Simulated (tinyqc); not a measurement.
## Undoped symmetric double-gate MOSFET, analytic potential model: effect of the insulator thickness

An undoped body of thickness ts between two equal insulators and tied gates; long channel, electrons only, n = ni exp((psi - V)/Vt) with V the quasi-Fermi potential (0 at the source, Vd at the drain), constant mobility, no quantisation. Across the body psi(x) = V - 2 Vt ln[(ts/(2 beta)) sqrt(q ni/(2 eps0 eps_r Vt)) cos(2 beta x/ts)], x from the centre. Q is the electron charge per area of the whole body.

ni = sqrt(Nc Nv) exp(-Eg/(2 Vt)), Eg in volts; r = eps_r tox/(eox ts); V0 = dphi + 2 Vt ln[(2/ts) sqrt(2 eps0 eps_r Vt/(q ni))]. beta (between 0 and pi/2) solves (Vg - V0 - V)/(2 Vt) = ln(beta) - ln(cos beta) + 2 r beta tan(beta). Q = 8 eps0 eps_r Vt beta tan(beta)/ts; I = mu (1/L)(4 eps0 eps_r/ts)(2 Vt)^2 [g(beta_s) - g(beta_d)] per width, g = beta tan(beta) - beta^2/2 + r beta^2 tan^2(beta), with beta_s at V = 0 and beta_d at V = Vd.  I(low) is taken at Vg = 0.46 V, Qs and I(high) at Vg = 1.21 V.

Inputs (values chosen for the exercise); material values close to those of silicon: temperature T = 300 K; band gap Eg = 1.1 eV; relative permittivity of the semiconductor eps_r = 11.7; conduction-band density of states at T Nc = 2.75e19 cm^-3; valence-band density of states at T Nv = 2.7e19 cm^-3; relative permittivity of the gate insulator eox = 24.8; body thickness ts = 5 nm; gate work function less that of the intrinsic body dphi = 0.2 V; channel mobility mu = 100 cm^2/(V s); gate length L = 0.5 um; drain voltage Vd = 0.05 V.

Constants: q = 1.602176634e-19 C, kB = 1.380649e-23 J/K, Vt = kB T/q, eps0 = 8.8541878128e-14 F/cm where lengths are in cm. Results are converted to the units shown.

The same in every row: V0 (V) = 0.7079.

Result of one run:
```
I(low) (nA/um)	Qs(high) (nC/cm^2)	I(high) (uA/um)
0.1297	1470	13.94
```

Which insulator thickness tox gave this result: 2.9, 6, 8.7 or 13 nm?

tox = 13 nm.

The whole series:
```
tox (nm)	I(low) (nA/um)	Qs(high) (nC/cm^2)	I(high) (uA/um)
2.9	0.1297	5588	52.57
4.2	0.1297	4032	38.02
6	0.1297	2939	27.77
8.7	0.1297	2110	19.97
13	0.1297	1470	13.94
18	0.1297	1095	10.40
26	0.1297	783.0	7.444
```

As tox goes from 2.9 to 26 nm, I(low) stays near 0.130 nA/um and I(high) falls from 52.6 to 7.44 uA/um. On average I(low) is independent of tox and I(high) goes as tox^(-0.89). Below threshold no voltage drops over the insulator in this long-channel model, so its thickness does not matter there. In every row the surface density at the source at the higher gate voltage passes 0.3 Nc, where Boltzmann statistics fail. In every row the body is thin enough for quantum confinement, left out here, to raise the threshold.

tinyqc, about 0.02 s, one thread, Intel Xeon 2.30GHz (shared host): `OMP_NUM_THREADS=1 python tinyqc.py 2440037 2440038 out.jsonl`
